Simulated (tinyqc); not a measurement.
Transfer-length model of a contact: one step of the calculation.

A metal contact of length d and width W on a thin layer of the same width. The metal has no resistance, the sheet resistance under it equals Rsh, and current enters the layer at the front edge x = 0.

Problem. Straight-line fit. Pairs of such contacts at gaps L have R_T = Rsh L/W + 2 Rc. The values of R_T were made from Rsh and rc and are treated as data. Least squares: slope = sum (L - mean L)(R_T - mean R_T)/sum (L - mean L)^2, intercept = mean R_T - slope mean L. Rsh = slope W, Rc = intercept/2, and A = Rc/slope is half the distance from the origin to the zero of the line.

Inputs (values chosen for the exercise):
```
symbol,value,unit,meaning
W,3.4,um,contact width
```

```
gap  L (um)  R_T (ohm)
1      0.58     1511.8
2       0.9     1916.6
3       1.4     2548.9
4       2.2     3560.7
5       3.4     5078.3
```

Find: slope; intercept; Rsh; Rc; A.

Solution.

slope = 1264.7 ohm/um
intercept = 778.32 ohm
Rsh = 4300.0 ohm/sq
Rc = 389.16 ohm
A = 0.30771 um

Numbers from tinyqc (`OMP_NUM_THREADS=1 python tinyqc.py 2760037 2760038 out.jsonl`; about 0.01 s on one thread of a shared Intel Xeon 2.30GHz).
